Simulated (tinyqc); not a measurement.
Millisecond and nanosecond annealing: surface heating, thermal budget and solid-phase regrowth: one step, computed by the program tinyqc.

A square pulse heats the surface of a thick wafer with constant thermal properties; losses by radiation are neglected and silicon melts at 1414 C.

Question. Thermal budget. Absorbed flux q = (1 - R) fluence/t_p; kappa = k/c. With f(z, t) = (2 q/k) sqrt(kappa t) ierfc(z/(2 sqrt(kappa t))), ierfc(x) = exp(-x^2)/sqrt(pi) - x erfc(x): T = T0 + f(z, t) during the pulse and T0 + f(z, t) - f(z, t - t_p) after it. Temperatures in kelvin are T(C) + 273.15. Integrate exp(-E/(k_B T(t))) at the surface from 0 to 10 t_p (Gauss-Legendre, 60 points in sqrt(t) up to t_p and 60 in sqrt(t - t_p) after it). (Dt) = D0 x integral with E; regrowth = v0 x integral with E_v; effective time = integral/exp(-E/(k_B T_peak)).

Inputs (values chosen for the exercise, modelled on hot silicon with phosphorus):
```
quantity                      value        unit
incident fluence              0.206      J/cm^2
pulse length t_p            2.2e-08           s
reflectance R                  0.54           -
thermal conductivity k         0.25    W/(cm K)
heat capacity per volume c     2.35  J/(cm^3 K)
preheat temperature T0          200           C
dopant prefactor D0            3.97      cm^2/s
dopant activation energy E      3.7          eV
regrowth prefactor v0       4.4e+08        cm/s
regrowth energy E_v            2.72          eV
```

Source: pulsed laser.

peak temperature = 1140.513 C

Constants: k_B = 8.617333262e-05 eV/K.

Give: budget (Dt); diffusion length 2 sqrt(Dt); effective time over t_p; possible regrowth.

Answer.

budget (Dt) = 5.274e-22 cm^2

diffusion length 2 sqrt(Dt) = 4.593e-04 nm

effective time over t_p = 0.09367

possible regrowth = 0.002442 nm

Caution: cold silicon conducts heat several times better than the constant k used here, so the real melting fluence is higher. Caution: equilibrium diffusivities are used; implant damage enhances diffusion, and k and c vary with temperature. Caution: a diffusion length below the atomic spacing of 0.235 nm means about one jump per atom or fewer, so the profile does not change measurably.
